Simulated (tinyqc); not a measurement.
Static screening by free carriers: one step. Lindhard function at one q. Four cases, with inputs chosen for the exercise.

Problem. Compare with Thomas-Fermi, 1 + (qTF/q)^2.

Lindhard at zero temperature: eps(q)/eps = 1 + (qTF/q)^2 L(x), x = q/(2 kF), L(x) = 1/2 + ((1 - x^2)/(4x)) ln|(1 + x)/(1 - x)|.

Case 1.

Values chosen (out of a larger set: a free-electron density near that of Na; not measured data): q = 0.276 1/angstrom (wave vector).

kF = 0.9164978 1/angstrom
qTF = 1.484979 1/angstrom

Case 2.

Values chosen (out of a larger set: a free-electron density near that of Ag; not measured data): q = 1 1/angstrom (wave vector).

kF = 1.189902 1/angstrom
qTF = 1.692038 1/angstrom

Case 3.

Values chosen (out of a larger set: a free-electron density near that of Ag; not measured data): q = 2.54 1/angstrom (wave vector).

kF = 1.192683 1/angstrom
qTF = 1.694014 1/angstrom

Case 4.

Values chosen (out of a larger set: a free-electron density near that of Na; not measured data): q = 2.35 1/angstrom (wave vector).

kF = 0.9200094 1/angstrom
qTF = 1.487821 1/angstrom

Give: x; L(x); eps(q)/eps, Lindhard; eps(q)/eps, Thomas-Fermi.

Solution.

Case 1.

x = 0.1506
L(x) = 0.9924
eps(q)/eps, Lindhard = 29.73
eps(q)/eps, Thomas-Fermi = 29.95

The carriers respond with 99 % of their long-wave strength at this q.

Case 2.

x = 0.4202
L(x) = 0.9389
eps(q)/eps, Lindhard = 3.688
eps(q)/eps, Thomas-Fermi = 3.863

The carriers respond with 94 % of their long-wave strength at this q.

Case 3.

x = 1.0648
L(x) = 0.3912
eps(q)/eps, Lindhard = 1.174
eps(q)/eps, Thomas-Fermi = 1.445

The carriers respond with 39 % of their long-wave strength at this q, beyond 2 kF, where no pair of states on the Fermi surface is joined by q.

Case 4.

x = 1.2772
L(x) = 0.2398
eps(q)/eps, Lindhard = 1.096
eps(q)/eps, Thomas-Fermi = 1.401

The carriers respond with 24 % of their long-wave strength at this q, beyond 2 kF, where no pair of states on the Fermi surface is joined by q.

Computed by tinyqc, one run a case: `OMP_NUM_THREADS=1 python tinyqc.py N N+1 out.jsonl` with N = 1681413, 1681478, 1681502, 1681533; one thread of a shared Intel(R) Xeon(R) Processor @ 2.30GHz, about 0.01 s a run at most.
